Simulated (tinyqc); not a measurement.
From results back to parameters: three-band (Emery) model of a CuO2 plane downfolded to one band. Three cases, with inputs chosen for the exercise.

Problem. With d at 0, oxygen p at -D, hoppings tpd and tpp and k in pi/a: at (1,0) the bonding and antibonding levels are the roots of E (E + D) = 4 tpd^2, and at (1,1) the top level solves E (E + D - 4 tpp) = 8 tpd^2. The levels below come from hidden parameters.

Find: D, tpd, tpp.

Method. The sum of the roots is -D and their product -4 tpd^2; then tpp = (E + D - 8 tpd^2/E)/4.

Case 1.

levels at (1,0) (eV): bonding -4.17925, antibonding 1.17925

top level at (1,1) = 2.45500 eV

Solution.

D, tpd, tpp (eV): 3.00  1.11  0.36

Case 2.

levels at (1,0) (eV): bonding -4.28830, antibonding 1.98830

top level at (1,1) = 4.47267 eV

Solution.

D, tpd, tpp (eV): 2.30  1.46  0.74

Case 3.

levels at (1,0) (eV): bonding -4.47648, antibonding 1.77648

top level at (1,1) = 4.14090 eV

Solution.

D, tpd, tpp (eV): 2.70  1.41  0.75

Computed by tinyqc, one run a case: `OMP_NUM_THREADS=1 python tinyqc.py N N+1 out.jsonl` with N = 1481415, 1481515, 1482119; one thread of a shared Intel(R) Xeon(R) Processor @ 2.30GHz, about 0.06 s a run at most.
